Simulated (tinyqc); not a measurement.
Hall effect and magnetoresistance of several carrier groups with constant relaxation times: one step, computed by the program tinyqc.

Group 1 has charge +e and group 2 charge +e; s_i is that sign. B lies along z; mu B is formed with mu in m^2/(V s).

Task: Back from four measured limits to the two groups. With z_i = s_i mu_i and w_i = s_i n_i the moments M_k = w1 z1^k + w2 z2^k are M_(-1) = (1 + MR_sat) M_0^2/M_1, M_0 = 1/(e R_strong), M_1 = sigma(0)/e, M_2 = R_weak sigma(0)^2/e. The z_i are the roots of z^2 + p z + q with M_2 + p M_1 + q M_0 = 0 and M_1 + p M_0 + q M_(-1) = 0; then w follows from M_0 and M_1. Group 1 is the faster.

Carriers: light and heavy holes. Densities: per volume.

R_H at strong field = 4.340410 cm^3/C

sigma at B = 0 = 1117.358 S/cm

R_H at weak field = 27.60388 cm^3/C

saturation MR = 57.56332 %

Constants: e = 1.602176634e-19 C.

Give: p and q; signed mobilities s_i mu_i; densities.

Result:

p and q: -76000  2.1900e+08

signed mobilities s_i mu_i (cm^2/(V s)): 73000  3000.0

densities (1/cm^3): 3.8000e+16  1.40e+18
